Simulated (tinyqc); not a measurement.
Doping and barrier from two capacitances.

Question. A Schottky diode on a uniformly doped n-type layer obeys (A/C)^2 = 2 (Vbi - V - Vt)/(q eps0 eps_r Nd) in reverse bias, with phiB = Vbi + Vt ln(Nc/Nd) and image force ignored. Find Nd, Vbi and phiB.

Inputs (values chosen for the exercise); band and dielectric values those of a made-up semiconductor: temperature T = 350 K; relative permittivity eps_r = 16; conduction-band density of states at T Nc = 6.19e17 cm^-3; diode area A = 0.00094 cm^2.

Constants: q = 1.602176634e-19 C, kB = 1.380649e-23 J/K, Vt = kB T/q, eps0 = 8.8541878128e-14 F/cm where lengths are in cm. Results are converted to the units shown.

C at V = -0.1 and -4.6 V (pF): [35.238910, 14.307819]

Answer. The slope of (A/C)^2 against -V gives Nd, the intercept Vbi - Vt, and the Fermi-level depth Vt ln(Nc/Nd) is added for the barrier.

Nd = 1.100e16 cm^-3
Vbi = 0.8184 V
phiB = 0.9400 eV

Computed by the program tinyqc: `OMP_NUM_THREADS=1 python tinyqc.py 2020039 2020040 out.jsonl`, one thread of a shared Intel Xeon 2.30GHz, about 0.03 s for the whole run.
